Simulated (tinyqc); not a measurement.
## Mobility and threshold from two currents

Inverse problem. In the linear region I = mu Cox (W/L) [(Vgs - VT) Vds - m Vds^2/2], Cox = eps0 eox/tox. Find mu and VT.

Parameters, values chosen for the exercise: relative permittivity of the gate insulator eox = 20.9; insulator thickness tox = 15 nm; gate width W = 10 um; gate length L = 0.5 um.

Constants: eps0 = 8.8541878128e-14 F/cm where lengths are in cm. Results are converted to the units shown.

I at Vgs = 0.54 and 1.04 V, Vds = 0.05 V (uA): [101.42371, 237.12889]
m = 1.0210164

Answer. The slope dI/dVgs is mu Cox (W/L) Vds; the line meets zero current at VT + m Vds/2.

mu = 220.0 cm^2/(V s)
VT = 0.1408 V

Program tinyqc, `OMP_NUM_THREADS=1 python tinyqc.py 2360160 2360161 out.jsonl`; Intel Xeon 2.30GHz, shared host, one thread, about 0.09 s.
